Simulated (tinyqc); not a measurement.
# Worked calculation: surface Green function of a dimerised chain, Sancho-Rubio decimation

Numbers from tinyqc (`OMP_NUM_THREADS=1 python tinyqc.py 2680127 2680128 out.jsonl`; about 0.01 s on one thread of a shared Intel Xeon 2.30GHz). Printed values are rounded.

A semi-infinite lead of cells 0, 1, 2, ... with H0 inside a cell and H1 = <cell i|H|cell i + 1>. Cell A, B with A at the surface; -t1 joins A and B, -t2 joins B to the next A. z = E + i eta.

Parameters, values chosen for the exercise: hopping inside the cell t1 = 3.72 eV; hopping between cells t2 = 2.7 eV; site energy, +dl on A and -dl on B dl = 0 eV; energy E = 5.3 eV; broadening eta = 0.02 eV.

## The blocks

Read off from the list of hoppings.

H0 (eV):

|  | A | B |
|---|---|---|
| A | 0 | -3.72 |
| B | -3.72 | 0 |

H1 (eV):

|  | A | B |
|---|---|---|
| A | 0 | 0 |
| B | -2.7 | 0 |

## Round 1: decimation

Start with e_s = e = H0, a = H1, b = H1^dagger. Each round: g = (z - e)^(-1); e_s <- e_s + a g b; e <- e + a g b + b g a; a <- a g a; b <- b g b (all with the old a, b). Round k joins cells 2^k apart.

g (1/eV):

|  | A | B |
|---|---|---|
| A | 0.3718371-0.0041280i | -0.2609729+0.0038822i |
| B | -0.2609729+0.0038822i | 0.3718371-0.0041280i |

e_s after round 1 (eV):

|  | A | B |
|---|---|---|
| A | 0.000000+0.000000i | -3.720000+0.000000i |
| B | -3.720000+0.000000i | 2.710692-0.030093i |

e after round 1 (eV):

|  | A | B |
|---|---|---|
| A | 2.710692-0.030093i | -3.720000+0.000000i |
| B | -3.720000+0.000000i | 2.710692-0.030093i |

a after round 1 (eV):

|  | A | B |
|---|---|---|
| A | 0.000000+0.000000i | 0.000000+0.000000i |
| B | -1.902492+0.028301i | 0.000000+0.000000i |

b after round 1 (eV):

|  | A | B |
|---|---|---|
| A | 0.000000+0.000000i | -1.902492+0.028301i |
| B | 0.000000+0.000000i | 0.000000+0.000000i |

## Round 2: decimation

As before.

g (1/eV):

|  | A | B |
|---|---|---|
| A | -0.3620976-0.0201820i | 0.5205836+0.0189237i |
| B | 0.5205836+0.0189237i | -0.3620976-0.0201820i |

e_s after round 2 (eV):

|  | A | B |
|---|---|---|
| A | 0.000000+0.000000i | -3.720000+0.000000i |
| B | -3.720000+0.000000i | 1.398205-0.064133i |

e after round 2 (eV):

|  | A | B |
|---|---|---|
| A | 1.398205-0.064133i | -3.720000+0.000000i |
| B | -3.720000+0.000000i | 1.398205-0.064133i |

a after round 2 (eV):

|  | A | B |
|---|---|---|
| A | 0.000000+0.000000i | 0.000000+0.000000i |
| B | 1.885862+0.012419i | 0.000000+0.000000i |

b after round 2 (eV):

|  | A | B |
|---|---|---|
| A | 0.000000+0.000000i | 1.885862+0.012419i |
| B | 0.000000+0.000000i | 0.000000+0.000000i |

## Round 3: decimation

As before.

g (1/eV):

|  | A | B |
|---|---|---|
| A | 2.330798-1.049033i | -2.199611+1.047585i |
| B | -2.199611+1.047585i | 2.330798-1.049033i |

e_s after round 3 (eV):

|  | A | B |
|---|---|---|
| A | 0.000000+0.000000i | -3.720000+0.000000i |
| B | -3.720000+0.000000i | 9.736406-3.685653i |

e after round 3 (eV):

|  | A | B |
|---|---|---|
| A | 9.736406-3.685653i | -3.720000+0.000000i |
| B | -3.720000+0.000000i | 9.736406-3.685653i |

a after round 3 (eV):

|  | A | B |
|---|---|---|
| A | 0.000000+0.000000i | 0.000000+0.000000i |
| B | -7.871591+3.622516i | 0.000000+0.000000i |

b after round 3 (eV):

|  | A | B |
|---|---|---|
| A | 0.000000+0.000000i | -7.871591+3.622516i |
| B | 0.000000+0.000000i | 0.000000+0.000000i |

## Course of the decimation

Stop when the largest entry of a and b is below 1e-12 eV, or after 60 rounds. The last column is -Im Tr (z - e_s)^(-1)/pi. At the end g_s = (z - e_s)^(-1), and the bulk Green function is (z - e)^(-1).

Course of the iteration:

| round | largest \|a\|, \|b\| (eV) | surface density of states (1/eV) |
|---|---|---|
| 1 | 1.90 | 7.003333 |
| 2 | 1.89 | 0.02779723 |
| 3 | 8.67 | 0.02790808 |
| 4 | 8.26 | 0.04308724 |
| 5 | 2.31 | 0.09239363 |
| 6 | 1.48 | 0.3736146 |
| 7 | 0.805 | 0.2414543 |
| 8 | 0.201 | 0.2315112 |
| 9 | 0.0113 | 0.2326596 |
| 10 | 3.54e-5 | 0.2326639 |
| 11 | 3.52e-10 | 0.2326639 |
| 12 | < 1e-12 | 0.2326639 |

Converged in 12 rounds, which stand for 2^12 cells. E lies inside a band (1 open mode(s)), where only eta damps the waves, over about v/eta cells with v the group velocity in eV a cell.

## Self-energy, Dyson check and densities of states

converged surface Green function g_s (1/eV):

|  | A | B |
|---|---|---|
| A | 0.2768366-0.2421690i | -0.1269025+0.3435374i |
| B | -0.1269025+0.3435374i | 0.1826489-0.4887661i |

converged bulk Green function (1/eV):

|  | A | B |
|---|---|---|
| A | 0.0022300-0.2812378i | 0.1318699+0.2470435i |
| B | 0.1318699+0.2470435i | 0.0022300-0.2812378i |

Sigma = H1 g_s H1^dagger is what the lead adds to one more cell, and (z - H0 - Sigma)^(-1) must give g_s back. Densities of states: -Im of the diagonals over pi.

Sigma (eV):

|  | A | B |
|---|---|---|
| A | 0.000000+0.000000i | 0.000000+0.000000i |
| B | 0.000000+0.000000i | 2.018139-1.765412i |

(z - H0 - Sigma)^(-1) (1/eV):

|  | A | B |
|---|---|---|
| A | 0.2768366-0.2421690i | -0.1269025+0.3435374i |
| B | -0.1269025+0.3435374i | 0.1826489-0.4887661i |

| orbital | surface density of states (1/eV) | bulk density of states (1/eV) |
|---|---|---|
| A | 0.0770848 | 0.08952077 |
| B | 0.1555791 | 0.08952077 |

The surface cell holds 0.233 states per eV against 0.179 for a bulk cell.
